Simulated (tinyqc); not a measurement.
Inside a calculation. Method: bound state in one dimension: Numerov shooting, finite differences, DVR. Computed by tinyqc, a small Python program that keeps every step. Settings: points = 96. Command: `OMP_NUM_THREADS=1 python tinyqc.py 28086 28087 out.jsonl` (the two numbers bound the seeds that draw the settings). One thread of a shared host (Intel(R) Xeon(R) Processor @ 2.60GHz), about 0.01 s of CPU time with the checks.

## Numerov steps at E = -7.56

One particle of mass 1 in V = -7.71 exp(-x^2/2.47^2) (atomic units), psi = 0 at both ends:
```
parameter                value
left end                    -7
right end                    7
intervals                   96
h                     0.145833
state sought (nodes)         2
```

k_i = 2 m (E - V_i); (1 + h^2 k_(i+1)/12) y_(i+1) = 2 (1 - 5 h^2 k_i/12) y_i - (1 + h^2 k_(i-1)/12) y_(i-1), from y_0 = 0, y_1 = 0.001.

Points along the way:
```
i           x          V           k              y
0   -7.000000  -0.002506  -15.114988       0.000000
1   -6.854167  -0.003490  -15.113020       0.001000
2   -6.708333  -0.004826  -15.110348       0.002330
3   -6.562500  -0.006628  -15.106745       0.004430
4   -6.416667  -0.009039  -15.101923       0.007992
5   -6.270833  -0.012241  -15.095518       0.014191
32  -2.333333  -3.158566   -8.802869   30840.559454
33  -2.187500  -3.519018   -8.081963   47985.995536
34  -2.041667  -3.893367   -7.333266   73440.329941
35  -1.895833  -4.277611   -6.564779  110411.334020
36  -1.750000  -4.667124   -5.785752  162852.645560
37  -1.604167  -5.056728   -5.006544  235365.817700
```

## Bisection on the node count

With more sign changes than the state has nodes (the last point included) the energy is too high, else too low; the bracket starts as -7.56 to -0.05.

Trials:
```
trial            E  sign changes  y at the right end   next
1      -3.80500000             3           -3.01e+07  lower
2      -5.68250000             1           -9.35e+10  raise
3      -4.74375000             2            2.92e+09  raise
4      -4.27437500             2            1.02e+08  raise
5      -4.03968750             3           -3.24e+07  lower
6      -4.15703125             2            2.24e+06  raise
7      -4.09835938             3           -2.05e+07  lower
8      -4.12769531             3           -1.08e+07  lower
9      -4.14236328             3           -4.73e+06  lower
10     -4.14969727             3           -1.36e+06  lower
11     -4.15336426             2            4.10e+05  raise
12     -4.15153076             3           -4.83e+05  lower
13     -4.15244751             3           -3.83e+04  lower
14     -4.15290588             2            1.85e+05  raise
...            ...           ...                 ...    ...
28     -4.15252610             2            6.41e+00  raise
29     -4.15252608             3           -4.11e-01  lower
30     -4.15252609             2            3.00e+00  raise
```

eigenvalue = -4.15252609 hartree

## The same grid by other methods

Three-point finite differences and the sine-DVR kinetic matrix of Colbert and Miller on the same points.

Lowest levels (hartree):
```
state  finite differences        DVR
0               -6.947421  -6.945946
1               -5.489045  -5.482499
2               -4.167069  -4.152422
3               -2.988448  -2.965065
4               -1.963476  -1.933069
```
